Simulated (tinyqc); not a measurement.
What each parameter does: cyclotron resonance of ellipsoidal valleys, Si type.

Valleys along [100], [010], [001] (each with its opposite partner), mass ml along the axis and mt across it. B lies in the (1-10) plane, b = (sin(theta)/sqrt2, sin(theta)/sqrt2, cos(theta)). For the angle phi between B and the axis, 1/mc^2 = cos^2(phi)/mt^2 + sin^2(phi)/(mt ml). Resonance: h nu = 2 muB B/mc, h = 2 pi hbar.

Constants: hbar = 6.58211957e-16 eV s; muB = 5.788381798e-05 eV/T.

Values chosen for the exercise (near those of Si; shifted at random, so the results belong to these values and not to a real crystal): ml = 0.887 m0 (longitudinal mass); mt = 0.189 m0 (transverse mass); theta = 48 degrees (angle of B from [001] towards [110]); nu = 9.4 GHz (microwave frequency).

Resonance fields B = h nu mc/(2 muB) of the valleys [100] and [001].

One parameter was then changed.

Results before and after:

| case | [100] (T) | [001] (T) |
|---|---|---|
| base | 0.0967 | 0.0844 |
| changed | 0.1000 | 0.0806 |

Which of these changes was made? (a) ml = 1.02 m0; (b) nu = 10.34 GHz; (c) theta = 44 degrees; (d) mt = 0.208 m0.

Answer: (c) theta = 44 degrees. Of the candidates, run in turn, only this one gives the changed row.

All candidates:

| case | [100] (T) | [001] (T) |
|---|---|---|
| base | 0.0967 | 0.0844 |
| ml = 1.02 m0 | 0.0991 | 0.0856 |
| mt = 0.208 m0 | 0.1046 | 0.0919 |
| theta = 44 degrees | 0.1000 | 0.0806 |
| nu = 10.34 GHz | 0.1064 | 0.0928 |

Computed by tinyqc, a small Python program: `OMP_NUM_THREADS=1 python tinyqc.py 1282348 1282349 out.jsonl` (the numbers bound the seed that draws the inputs); one thread of a shared host (Intel(R) Xeon(R) Processor @ 2.30GHz), about 0.01 s for the whole set of steps.
